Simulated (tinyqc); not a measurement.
Stacked nanosheet transistor, parasitic resistance, capacitance and delay: one step of the calculation.

Ns sheets share one contact on top; each has perimeter p = 2 (Ws + ts) and cross-section A = Ws ts; contact width Wc = Ws + 10 nm, stack height Hs = Ns pv. Sheet 1 is the top one. Contact length Lc = CPP - Lg - 2 Lsp, shared by two neighbouring gates. Source and drain sides are equal. The formulas are first-order estimates, not field solutions.

Question. Sheet currents at Vgs = Vdd, Vds = Vdd/2. One sheet: I = p Q vx u/(1 + |u|^1.8)^(1/1.8), Q = Cinv n Vt ln(1 + exp((Vg' - VT + dl Vd')/(n Vt))), u = Vd' mu/(vx Lg), Vg' = Vgs - v, Vd' = Vds - 2 v, with the drop on each side v_j = Rc sum I + rv (sum over levels k = 2..j of the current of sheets k..Ns) + Rx I_j. I(new) = I + 0.5 (I(out) - I).

Values chosen for this exercise; values close to those of silicon logic devices:
- T = 300 K (temperature)
- Ws = 12 nm (sheet width)
- ts = 5 nm (sheet thickness)
- rv = 96 ohm (vertical resistance between sheet levels)
- Lg = 16 nm (gate length)
- Cinv = 2.6 uF/cm^2 (inversion capacitance)
- vx = 1e7 cm/s (injection velocity)
- mu = 200 cm^2/(V s) (apparent mobility)
- VT = 0.23 V (threshold at zero drain voltage)
- dl = 0.05 V/V (barrier lowering)
- n = 1.15 (subthreshold factor)
- Vdd = 0.8 V (supply voltage)

Constants: q = 1.602176634e-19 C, kB = 1.380649e-23 J/K, Vt = kB T/q. Results are converted to the units shown.

I at the start (uA): sheet 1 0, sheet 2 0, sheet 3 0
Rc = 1207.6139 ohm
Rx = 1516.6667 ohm

Give: drop v; I(out); I after iteration 1.

Answer.

drop v (mV): sheet 1 0, sheet 2 0, sheet 3 0
I(out) (uA): sheet 1 50.62, sheet 2 50.62, sheet 3 50.62
I after iteration 1 (uA): sheet 1 25.31, sheet 2 25.31, sheet 3 25.31

Numbers from tinyqc (`OMP_NUM_THREADS=1 python tinyqc.py 2170044 2170045 out.jsonl`; about 0.06 s on one thread of a shared Intel Xeon 2.30GHz).
